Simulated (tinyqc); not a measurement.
Inductance and parasitic capacitance from two readings.

Question. A loss-free coil L in parallel with C shows the apparent inductance L/(1 - w^2 L C), w = 2 pi f. Find L, C and the self-resonance 1/(2 pi sqrt(L C)).

apparent inductance at 1.7 and 3.2 GHz (nH): 8.3306524  16.127642

Answer. The inverse of the reading is 1/L - w^2 C, a straight line in w^2.

L = 7.000 nH
C = 200.0 fF
self-resonance = 4.254 GHz

Computed by the program tinyqc: `OMP_NUM_THREADS=1 python tinyqc.py 2302065 2302066 out.jsonl`, one thread of a shared Intel Xeon 2.30GHz, about 0.01 s for the whole run.
